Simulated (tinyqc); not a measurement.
The basis set: RHF and MP2 along a ladder of basis sets, for H3+, spin multiplicity 1. Computed by the program tinyqc with PySCF. 

Geometry (angstrom):

| atom | x | y | z |
|---|---|---|---|
| H | 0.0000 | 0.0000 | 0.0000 |
| H | 0.0000 | 0.0000 | 0.7940 |
| H | 0.0000 | 0.0000 | -0.7940 |

Same geometry throughout; the dipole is taken about the origin.

RHF and frozen-core MP2 in a ladder of bases:

| basis | functions | E(RHF) (hartree) | E(MP2 corr) (hartree) | HOMO (eV) | LUMO (eV) | dipole (debye) |
|---|---|---|---|---|---|---|
| sto-3g | 3 | -1.20177 | -0.01816 | -30.572 | -8.613 | 0.000 |
| 3-21g | 6 | -1.21697 | -0.02333 | -30.336 | -9.340 | 0.000 |
| 6-31g | 6 | -1.22029 | -0.02352 | -30.373 | -9.390 | 0.000 |
| 6-31g** | 15 | -1.22411 | -0.03371 | -30.367 | -9.396 | 0.000 |
| cc-pvdz | 15 | -1.22165 | -0.03312 | -30.313 | -9.392 | 0.000 |
| aug-cc-pvdz | 27 | -1.22193 | -0.03384 | -30.314 | -9.405 | 0.000 |
| cc-pvtz | 42 | -1.22724 | -0.03804 | -30.358 | -9.408 | 0.000 |

From cc-pVDZ to cc-pVTZ the RHF energy falls by 5.6 mhartree and the correlation energy by 4.9. If valence correlation converges as X^-3, (27 E(T) - 8 E(D))/19 gives -0.0401 hartree, a rough estimate from such small X that usually falls short; STO-3G holds about 45 % of it. Beyond STO-3G the LUMO moves by 0.1 eV and the HOMO by 0.1 eV.
